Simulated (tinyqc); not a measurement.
Round or elliptic silicon nanowire with anisotropic valleys (Ritz method): sweeps and comparisons. A value that a table varies takes the place of the one given here.

Wire along x = [100] on a (001) wafer, y = [010], z = [001]. Valley groups, two valleys each (w = inverse masses): A, axis along z: w_y = 1/mt, w_z = 1/ml, m_x = mt; B, axis along y: w_y = 1/ml, w_z = 1/mt, m_x = mt; C, axis along x: w_y = w_z = 1/mt, m_x = ml.

Hard wall on the ellipse (y/a)^2 + (z/b)^2 = 1, c = hbar^2/2m0. With u = y/a, v = z/b the operator is -c [(w_y/a^2) d2/du2 + (w_z/b^2) d2/dv2] on the unit disc. Basis (1 - u^2 - v^2) u^i v^j; S, X and Y are the disc integrals of f f', (df/du)(df'/du) and (df/dv)(df'/dv), from the integral of u^p v^q = 2 Gamma((p+1)/2) Gamma((q+1)/2)/((p + q + 2) Gamma((p+q+2)/2)) for even p, q; H = c (w_y X/a^2 + w_z Y/b^2).

Converged values use 21 functions of each parity class (e or o in u, then in v).

Constants: hbar^2/2m0 = 3.80998211 eV angstrom^2.

Parameters, chosen for this exercise (near those of a Si nanowire; shifted at random, so the results belong to these values and not to a real crystal): ml = 0.901 m0 (longitudinal mass); mt = 0.192 m0 (transverse mass); a = 32 angstrom (semi-axis along y); b = 32 angstrom (semi-axis along z); asp = (0.4, 0.6, 0.8, 1, 1.3, 1.8, 2.5) (ratios a/b); area = 32.2 nm^2 (cross-section, kept fixed); hw = 1 (height over mean width).

## Size of the basis

Lowest level of each group with 1, 3, 6 and 21 even functions.

Levels (meV):
```
functions      A      B       C
1          70.52  70.52  116.27
3          66.92  66.92  112.09
6          66.86  66.86  112.07
21         66.86  66.86  112.07
```

What does this show?

One function errs by 5.5 % for A, 5.5 % for B and 3.7 % for C, six by 0.00036, 0.00036 and 1.9e-05 meV. The error grows with the axis ratio of the stretched ellipse (2.17, 2.17, 1.00); for a circle it is 6/5.783 - 1 = 3.7 %.

## Flattening the wire at fixed area

a = sqrt(area x ratio/pi), b = a/ratio, 1 nm^2 = 100 angstrom^2; lowest level of each group.

Levels (eV):
```
a/b  a (angstrom)  b (angstrom)       A       B       C
0.4          20.2          50.6  0.1349  0.0522  0.1586
0.6          24.8          41.3  0.0961  0.0534  0.1260
0.8          28.6          35.8  0.0774  0.0592  0.1146
1.0          32.0          32.0  0.0668  0.0668  0.1120
1.3          36.5          28.1  0.0582  0.0796  0.1156
1.8          43.0          23.9  0.0525  0.1022  0.1306
2.5          50.6          20.2  0.0522  0.1349  0.1586
```

What does this show?

Each group is lowest where its stretched ellipse is a circle, at a/b = sqrt(w_y/w_z): 2.17 for A, 0.46 for B and 1.00 for C. The lowest group is B in the first row and A in the last, A and B crossing at a/b = 1 by symmetry; B - A is -83 meV in the first row and +83 meV in the last.

## Shape of the cross-section

Equal area, hard walls, lowest level of -c (w_y d2/dy2 + w_z d2/dz2), c = hbar^2/2m0. Rectangle W x H with H/W = hw; ellipse with b/a = hw; trapezoid of height H, base W/0.8 and top 0.6 of the base; isosceles triangle of height H and base 2W. Ellipse, trapezoid and triangle by converged Ritz bases; 1 nm^2 = 100 angstrom^2.

Levels:
```
shape      A (eV)  B (eV)  B - A (meV)
rectangle  0.0738  0.0738          0.0
ellipse    0.0668  0.0668          0.0
trapezoid  0.0726  0.0750          2.4
triangle   0.0657  0.1005         34.9
```

W = 56.7 angstrom
H = 56.7 angstrom

What can be read from the table?

For group A the order is triangle, ellipse, trapezoid, rectangle, spanning 12 %. For group B the order is ellipse, rectangle, trapezoid, triangle, spanning 51 %. The ellipse lies below the rectangle for both groups, since corners hold little of the wave function. The triangle is lowest for A, whose light mass lies across the width and gains from the wide base. The spacing B - A of the valley groups runs from 0 to 35 meV.

## What each parameter does

Lowest level of groups A and B. Each row changes one parameter from the base and keeps the others.

Results:
```
case             A (eV)  B (eV)  B - A (meV)
base             0.0669  0.0669          0.0
a = 30 angstrom  0.0742  0.0687         -5.6
b = 30 angstrom  0.0687  0.0742          5.6
ml = 1.009 m0    0.0654  0.0654          0.0
mt = 0.173 m0    0.0727  0.0727          0.0
```

How do the results move?

The largest shifts from the base row, up to three for each result and ties (the steps differ in size, so this ranks the rows, not the parameters). A (eV): a +0.0074, mt +0.0059, b +0.0018. B (eV): b +0.0074, mt +0.0059, a +0.0018. B - A (meV): b +5.6, a -5.6; unchanged at the printed digits by ml and mt.

Program tinyqc; command `OMP_NUM_THREADS=1 python tinyqc.py 1281793 1281794 out.jsonl`; about 0.05 s on one thread of a shared Intel(R) Xeon(R) Processor @ 2.30GHz.
